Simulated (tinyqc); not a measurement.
Worked calculation: switching kinetics of a ferroelectric film and the memory window of a ferroelectric gate stack. Computed by tinyqc, a small Python program that keeps every step. Command: `OMP_NUM_THREADS=1 python tinyqc.py 3018761 3018762 out.jsonl feswitch walk`. One thread of a shared host (Intel(R) Xeon(R) Processor @ 2.30GHz), about 0.03 s of CPU time with the checks. Intermediate numbers are printed to about 5 digits and carried at full precision; extremes and crossings named in words are read from the listed rows.

Fields in MV/cm; 1 microcoulomb/cm^2 over eps_0 is 11.29409 MV/cm. In the stack (metal, ferroelectric, interlayer, channel) the channel is taken as a conductor.

Inputs (values chosen for the exercise, for a model film): saturation polarisation P_s = 38 microcoulomb/cm^2; ratio P_r/P_s = 0.86; coercive field E_c = 1.3 MV/cm; permittivity of the ferroelectric eps_F = 26; thickness t_F = 9.5 nm; permittivity of the interlayer eps_I = 5.5; interlayer thickness t_I = 0.71 nm; share s of P screened by trapped charge = 0.92; pulse height V = 6.8 V; time constant t_inf = 4.7e-09 s; activation field E_a = 6.9 MV/cm; Merz exponent alpha = 2; dimension n = 3; half width w of log10 t = 0.45; pulse length t_p = 9.8e-05 s; breakdown field of the interlayer = 10 MV/cm.

Kinetics: nucleation-limited (NLS).

## The hysteresis loop

Saturated branches: P(E) = P_s tanh[(E -/+ E_c)/(2 delta)], delta = E_c/ln[(1 + P_r/P_s)/(1 - P_r/P_s)]; D = P + eps_0 eps_F E.

delta = 0.50257 MV/cm

P on both branches (microcoulomb/cm^2) at E/E_c = -3, -2, -1, -0.5, 0, 0.5, 1, 1.5, 2, 3:
```
E (MV/cm)  rising branch  falling branch
-3.90            -37.998         -37.572
-2.60            -37.968         -32.680
-1.30            -37.572           0.000
-0.65            -36.462          21.638
0.00             -32.680          32.680
0.65             -21.638          36.462
1.30               0.000          37.572
1.95              21.638          37.882
2.60              32.680          37.968
3.90              37.572          37.998
```

peak differential permittivity eps_F + P_s/(2 delta eps_0) = 452.98

## Memory window

At threshold the channel charge is negligible, so D = 0 on each branch: (1 - s) P(E) + eps_0 eps_F E = 0, with the screened share s. The rising branch has the root E0 between 0 and E_c; window = 2 E0 t_F; its upper bound is 2 E_c t_F.

field E0 = 0.70325 MV/cm

memory window = 1.3362 V

bound 2 E_c t_F = 2.47 V

fixed-charge estimate 2 (1 - s) P_r t_F/(eps_0 eps_F) = 2.1578 V

Charge and coercive field both limit the window.

## Fields in the stack

Series stack: V = E_F t_F + E_I t_I and eps_I E_I = eps_F E_F + (1 - s) P/eps_0. Before switching P = -P_r, after it P = +P_s; in retention V = 0 and P = +P_r.

E_F before switching = 5.5857 MV/cm

E_F after switching = 4.9445 MV/cm

E_I after switching = 29.616 MV/cm

depolarising field in retention = 0.29648 MV/cm

depolarising field over E_c = 0.22806

The interlayer field exceeds its breakdown field. Caution: the interlayer field exceeds its breakdown field, so charge injection would change the fields.

## Switched share after the pulse

Merz's law: t1 = t_inf exp[(E_a/E)^alpha] at the mean of the fields before and after switching. NLS: switched share = integral of [1 - exp(-(t/tau)^n)] F(z) dz over z = log10 tau, with the Lorentzian F = (1/pi) w/[(z - log10 t1)^2 + w^2].

mean field = 5.2651 MV/cm

switching time t1 = 2.6181e-08 s

switched share = 0.96093

t_p is 3700 t1. A field higher by 10 % would shorten t1 by a factor 1.3. The step approximation 1/2 + arctan[log10(t_p/t1)/w]/pi gives 0.960.

## KAI against NLS in time

KAI: 1 - exp[-(t/t1)^n]. NLS: the same kernel averaged over the Lorentzian F = (1/pi) w/[(z - log10 t1)^2 + w^2] in z = log10 tau.

Switched share:
```
log10(t/t1)     KAI      NLS
-3.0         0.0000  0.04894
-2.0         0.0000  0.07415
-1.0         0.0010  0.15064
-0.5         0.0311  0.27579
-0.2         0.2221  0.42452
0.0          0.6321  0.54863
0.2          0.9813  0.66409
0.5          1.0000  0.78219
1.0          1.0000  0.87213
2.0          1.0000  0.93183
3.0          1.0000  0.95372
```

KAI goes from 10 to 90 % within 0.45 decades of time; a Lorentzian of this width needs about 2 w tan(0.4 pi) = 2.8 decades. Three decades after t1, 4.6 % of the NLS film has not switched, and three decades before it 4.9 % already has: the tails set write margins and disturb errors.

## Interlayer thickness

Series stack: V = E_F t_F + E_I t_I and eps_I E_I = eps_F E_F + (1 - s) P/eps_0. E_I is for P = +P_s at the pulse height, the depolarising field for P = +P_r at V = 0; V needed puts E_F = 1.5 E_c after switching.

Stack against t_I:
```
t_I (nm)  E_F after (MV/cm)  E_I (MV/cm)  depolarising field / E_c  V needed (V)
0.3                  6.0566       34.874                   0.11347        2.3163
0.5                  5.4687       32.095                   0.17405        2.6255
0.8                  4.7438       28.668                   0.24874        3.0894
1.2                  3.9880       25.095                   0.32661        3.7078
1.6                  3.3997       22.314                   0.38723        4.3262
2.0                  2.9288       20.088                   0.43575        4.9446
3.0                  2.0806       16.078                   0.52315        6.4907
```

Each nanometre of interlayer costs 1.55 V, against 0.20 V for a nanometre of ferroelectric. The depolarising field grows from 0.11 to 0.52 E_c. At E_F = 1.5 E_c the interlayer carries (1.5 eps_F E_c + (1 - s) P_s/eps_0)/eps_I = 15.5 MV/cm whatever its thickness, above its breakdown field of 10 MV/cm, so the voltages in the last column could not be applied without breakdown. Caution: rows with E_I above the breakdown field of the interlayer cannot be reached without charge injection.

Checks made by the program: the remanence (relative difference below 1e-10).
